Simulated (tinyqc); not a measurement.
From results back to parameters: dielectric confinement in a thin film (image charges). Four cases, with inputs chosen for the exercise.

Problem. The self-energy at the centre was computed from a hidden eh.

A film |z| < t/2 of dielectric constant eps between half-spaces of dielectric constant e2; lam = (eps - e2)/(eps + e2), q = e^2/(4 pi eps0). The self-energy of a band edge is taken with the high-frequency value, e2 = eh, and the field of a fixed ion with the static one, e2 = eo. A charge at z has images lam^|n| at n t + (-1)^n z. Its self-energy is S(z) = (q/2 eps) sum over n >= 1 of lam^n [1/(n t - 2z) + 1/(n t + 2z)] for odd n and 2 lam^n/(n t) for even n; at the centre S(0) = -(q/(eps t)) ln(1 - lam).

Constants: e^2/(4 pi eps0) = 14.39964547 eV angstrom.

Find: lam; eh.

Method. lam = 1 - exp(-S(0) eps t/q), and eh = eps (1 - lam)/(1 + lam).

Case 1.

Values chosen: t = 66 angstrom (film thickness); eps = 12 (dielectric constant of the film).
S(0) = 12.6024 meV

Solution.

lam = 0.5000
eh = 4.0

Case 2.

Values chosen: t = 82 angstrom (film thickness); eps = 11.4 (dielectric constant of the film).
S(0) = 18.6228 meV

Solution.

lam = 0.7015
eh = 2.0

Case 3.

Values chosen: t = 64 angstrom (film thickness); eps = 11.4 (dielectric constant of the film).
S(0) = 22.2718 meV

Solution.

lam = 0.6765
eh = 2.2

Case 4.

Values chosen: t = 62 angstrom (film thickness); eps = 12 (dielectric constant of the film).
S(0) = 17.2282 meV

Solution.

lam = 0.5894
eh = 3.1

Computed by tinyqc, one run a case: `OMP_NUM_THREADS=1 python tinyqc.py N N+1 out.jsonl` with N = 1250562, 1250619, 1250659, 1250670; one thread of a shared Intel(R) Xeon(R) Processor @ 2.30GHz, about 0.07 s a run at most.
